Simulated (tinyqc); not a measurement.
Charge neutrality of a doped semiconductor with incomplete ionisation: one step, computed by the program tinyqc.

Energies are counted from the top of the valence band; E_D is measured down from the conduction band and E_A up from the valence band.

Problem. Gap and effective densities of states. E_g = E_g0 - alpha T^2/(T + beta). N_c = 2 M_c (2 pi m_e k_B T/h^2)^(3/2) and N_v = 2 (2 pi m_h k_B T/h^2)^(3/2), masses in units of m_0. n_i = sqrt(N_c N_v) exp(-E_g/(2 k_B T)); E_i = E_g/2 + (k_B T/2) ln(N_v/N_c).

Inputs (values chosen for the exercise, modelled on InAs):
```
quantity              value  unit
gap at 0 K E_g0       0.409    eV
Varshni alpha      0.000269  eV/K
Varshni beta           93.2     K
electron mass m_e    0.0257   m_0
valleys M_c               1     -
hole mass m_h         0.402   m_0
temperature T            40     K
```

Doping: n-type. Statistics of the bands: Fermi-Dirac.

Constants: m_0 = 9.1093837015e-31 kg; k_B = 1.380649e-23 J/K; h = 6.62607015e-34 J s; k_B = 8.617333262e-05 eV/K.

Give: gap E_g; N_c; N_v; k_B T; intrinsic density n_i; intrinsic level E_i.

Solution.

gap E_g = 0.40577 eV

N_c = 5.0336e+15 cm^-3

N_v = 3.1140e+17 cm^-3

k_B T = 0.0034469 eV

intrinsic density n_i = 1.0847e-09 cm^-3

intrinsic level E_i = 0.20999 eV
